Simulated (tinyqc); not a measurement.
Inside a calculation. Model: resistance of a tapered via with liner, size effect and interface.

Numbers from tinyqc (`OMP_NUM_THREADS=1 python tinyqc.py 2750135 2750136 out.jsonl`; about 0.01 s on one thread of a shared Intel Xeon 2.30GHz). Printed values are rounded.

A round via whose diameter grows from db at the bottom as D(z) = db + 2 z/tan(ang). The fill, of diameter D - 2 tl, starts above the bottom liner (thickness fb tl) and has rho = rho0 (1 + ks lam/(D - 2 tl)); the sidewall liner conducts in parallel with it. The bottom liner and the interface are crossed over the full area pi db^2/4. Spreading in the lines above and below is left out.

Inputs (values chosen for the exercise); fill metal close to copper: diameter at the bottom db = 15 nm; height hv = 27 nm; sidewall angle ang = 88 degrees; bulk resistivity of the fill rho0 = 1.73 uohm cm; mean free path of the fill lam = 40.3 nm; size-effect factor ks = 1.3; liner on the sidewall tl = 2.7 nm; liner at the bottom over that on the sidewall fb = 0.5; resistivity of the liner rl = 260 uohm cm; interface resistivity at the bottom ri = 8.3e-13 ohm cm^2; ballistic conductance per area, about 3/(4 rho0 lam) Sb = 1.1e15 S/m^2.

## Slices of the via

Slices between z0 = fb tl and hv, evaluated at their midpoints: conductance per length pi/4 [(D - 2 tl)^2/rho + (D^2 - (D - 2 tl)^2)/rl], slice resistance = slice height over that. 6 slices.

```
slice,z (nm),D (nm),rho (uohm cm),slice resistance (ohm)
0,3.487500,15.24357,10.93750,5.802818
1,7.762500,15.54214,10.66644,5.348400
2,12.03750,15.84072,10.41089,4.940871
3,16.31250,16.13929,10.16954,4.574339
4,20.58750,16.43786,9.941255,4.243772
5,24.86250,16.73644,9.724991,3.944861
```

## Total resistance

R_fill = sum of the slices; R_bottom = rl fb tl/(pi db^2/4); R_interface = ri/(pi db^2/4); ballistic (Sharvin) limit 1/(Sb pi (db - 2 tl)^2/4); ideal cylinder rho0 hv/(pi db^2/4).

parts (ohm): fill 28.85506, bottom liner 19.86254, interface 0.4696839
R = 49.18728 ohm
shares (%): fill 58.66366, bottom liner 40.38145, interface 0.95489
ballistic limit = 12.55958 ohm
ideal cylinder = 2.643245 ohm

The fill is the largest part, and R is 18.6 times the ideal cylinder. With 2000 slices R = 49.197 ohm.
